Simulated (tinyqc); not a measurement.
Space-charge-limited current with shallow traps: two steps of the calculation.

One carrier type, drift only, an injecting contact at x = 0 (zero field) and thickness L. The share th = y/(1 + y), y = (Nc/Nt) exp(-Et/kB T), of the injected charge is free: J = q mu n F, eps0 eps_r dF/dx = q (n - n0)/th.

Inputs (values chosen for the exercise):
- T = 350 K (temperature)
- eps_r = 12.9 (relative permittivity)
- mu = 0.0013 cm^2/(V s) (mobility)
- L = 2200 nm (thickness)
- Nc = 1.1e20 cm^-3 (band density of states)
- Nt = 2.9e16 cm^-3 (trap density)
- Et = 0.32 eV (trap depth)
- n0 = 5.7e13 cm^-3 (free carrier density in equilibrium)
- V = 16 V (voltage)

Constants: q = 1.602176634e-19 C, kB = 1.380649e-23 J/K, Vt = kB T/q, eps0 = 8.8541878128e-14 F/cm where lengths are in cm. Results are converted to the units shown.

Task 1. Limits and characteristic voltages. Ohmic J = q n0 mu V/L; Mott-Gurney J = (9/8) th eps0 eps_r mu V^2/L^3; they cross at Vx = 8 q n0 L^2/(9 th eps0 eps_r); traps fill at V_TFL = q Nt L^2/(2 eps0 eps_r).

Give: th; ohmic J; Mott-Gurney J; Vx; V_TFL.

Result 1.

th = 0.08557
ohmic J = 8.634e-4 A/cm^2
Mott-Gurney J = 0.003437 A/cm^2
Vx = 4.020 V
V_TFL = 98.44 V

Task 2. The exact current. Exact: with u = n0/n(L), w = -u - ln(1 - u) and v = -u - u^2/2 - ln(1 - u), V = (q n0 L^2/(th eps0 eps_r)) v/w^2 and J = q^2 n0^2 mu L/(th eps0 eps_r w). v/w^2 falls steadily with u, so u follows by bisection.

Find: v/w^2; u; w; J; exit field over V/L.

Result 2.

v/w^2 = 3.5381
u = 0.30661
w = 0.059551
J = 0.0040979 A/cm^2
exit field over V/L = 1.4552

J is 4.7 % below the plain sum of the two limits; the exit field lies between the ohmic 1 and the Mott-Gurney 1.5.

Range of the model: Diffusion and a field-dependent mobility are left out. With injecting contacts the diffusion current, about 4 pi^2 Vt th eps0 eps_r mu V/L^3, equals the Mott-Gurney current at V = 35 kB T/q (0.9 V at 300 K), so the drift-only result needs V well above that.

Numbers from tinyqc (`OMP_NUM_THREADS=1 python tinyqc.py 2370062 2370063 out.jsonl`; about 0.01 s on one thread of a shared Intel Xeon 2.30GHz).
